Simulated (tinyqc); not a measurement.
Inside a calculation. Method: coupled-perturbed Hartree-Fock on RHF in the 6-31g basis, for H2, spin multiplicity 1. One step of it, computed by the program tinyqc.

Task: Iteration 5 (converged): orbitals. Diagonalise F' = X^T F X, C = X C', fill 1 alpha and 1 beta electrons from the bottom; D = 2 C_occ C_occ^T. Each column has its largest component positive (the first on a tie).

converged F (hartree), order 1H 1s, 1H 2s, 2H 1s, 2H 2s:
```
[[0.103192, -0.417021, -0.388369, -0.401344],
 [-0.417021, -0.305339, -0.401344, -0.355954],
 [-0.388369, -0.401344, 0.103192, -0.417021],
 [-0.401344, -0.355954, -0.417021, -0.305339]]
```

X, order 1H 1s, 1H 2s, 2H 1s, 2H 2s:
```
[[1.253598, -0.499100, -0.029741, 0.028699],
 [-0.499100, 1.637544, 0.028699, -0.641024],
 [-0.029741, 0.028699, 1.253598, -0.499100],
 [0.028699, -0.641024, -0.499100, 1.637544]]
```

Give: F' = X^T F X; orbital energies; coefficients C; D after iteration 5.

Result:

F' = X^T F X (hartree):
```
[[0.6069, -0.5745, -0.2381, -0.1305],
 [-0.5745, 0.2424, -0.1305, -0.1950],
 [-0.2381, -0.1305, 0.6069, -0.5745],
 [-0.1305, -0.1950, -0.5745, 0.2424]]
```

orbital energies (hartree): [-0.5150, 0.1526, 0.9312, 1.1297]

coefficients C, order 1H 1s, 1H 2s, 2H 1s, 2H 2s:
```
[[0.2796, 0.1758, 0.8839, -0.9653],
 [0.3434, 1.1547, -0.6994, 1.1840],
 [0.2796, -0.1758, 0.8839, 0.9653],
 [0.3434, -1.1547, -0.6994, -1.1840]]
```

D after iteration 5, order 1H 1s, 1H 2s, 2H 1s, 2H 2s:
```
[[0.1564, 0.1921, 0.1564, 0.1921],
 [0.1921, 0.2359, 0.1921, 0.2359],
 [0.1564, 0.1921, 0.1564, 0.1921],
 [0.1921, 0.2359, 0.1921, 0.2359]]
```
